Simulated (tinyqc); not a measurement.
Pariser-Parr-Pople SCF with singles CI, for the molecule c1ccc2[nH]ccc2c1 (SMILES; centres numbered as the heavy atoms are written), step by step. Computed by tinyqc, a small Python program that keeps every step. Settings: charge = 0, gamma = Ohno, start = huckel, damping = 0, iteration cap = 89, excitations kept = 4. Command: `OMP_NUM_THREADS=1 python tinyqc.py 27790 27791 out.jsonl` (the two numbers bound the seeds that draw the settings). One thread of a shared host (Intel(R) Xeon(R) Processor @ 2.60GHz), about 0.01 s of CPU time with the checks.

Centres (angstrom, eV; a flat drawing with bonds scaled to 1.40 angstrom):

| centre | x | y | core charge z | W | gamma_rr |
|---|---|---|---|---|---|
| 1C | 2.1520 | -0.7000 | 1 | 11.1600 | 11.1300 |
| 2C | 2.1520 | 0.7000 | 1 | 11.1600 | 11.1300 |
| 3C | 0.9390 | 1.4000 | 1 | 11.1600 | 11.1300 |
| 4C | -0.2730 | 0.7000 | 1 | 11.1600 | 11.1300 |
| 5N | -1.6050 | 1.1330 | 2 | 25.6000 | 16.8000 |
| 6C | -2.4270 | 0.0000 | 1 | 11.1600 | 11.1300 |
| 7C | -1.6050 | -1.1330 | 1 | 11.1600 | 11.1300 |
| 8C | -0.2730 | -0.7000 | 1 | 11.1600 | 11.1300 |
| 9C | 0.9390 | -1.4000 | 1 | 11.1600 | 11.1300 |

Resonance integrals (eV):

| i | j | beta |
|---|---|---|
| 1 | 2 | -2.3900 |
| 2 | 3 | -2.3900 |
| 3 | 4 | -2.3900 |
| 4 | 5 | -2.2400 |
| 5 | 6 | -2.2400 |
| 6 | 7 | -2.3900 |
| 7 | 8 | -2.3900 |
| 8 | 9 | -2.3900 |
| 9 | 1 | -2.3900 |
| 8 | 4 | -2.3900 |

Stop when output and input P, before any damping, agree to 1e-7.

Course of the cycle:

| iteration | E (eV) | largest \|P(out) - P(in)\| |
|---|---|---|
| 1 | -143.310993 | 2.10e-01 |
| 2 | -144.011735 | 2.15e-02 |
| 3 | -144.028085 | 6.15e-03 |
| 4 | -144.031140 | 2.97e-03 |
| 5 | -144.031933 | 1.54e-03 |
| 6 | -144.032169 | 9.18e-04 |
| 7 | -144.032245 | 5.64e-04 |
| 8 | -144.032272 | 3.51e-04 |
| 9 | -144.032282 | 2.21e-04 |
| 10 | -144.032286 | 1.40e-04 |
| 11 | -144.032287 | 8.97e-05 |
| ... | ... | ... |
| 18 | -144.032288 | 4.41e-06 |
| 19 | -144.032288 | 2.89e-06 |
| 20 | -144.032288 | 1.89e-06 |
| 21 | -144.032288 | 1.24e-06 |
| 22 | -144.032288 | 8.16e-07 |
| 23 | -144.032288 | 5.36e-07 |
| 24 | -144.032288 | 3.52e-07 |
| 25 | -144.032288 | 2.32e-07 |
| 26 | -144.032288 | 1.52e-07 |
| 27 | -144.032288 | 1.00e-07 |
| 28 | -144.032288 | 6.59e-08 |

Can the last value be used, and what does the course show?

Yes. Converged in 28 iterations.
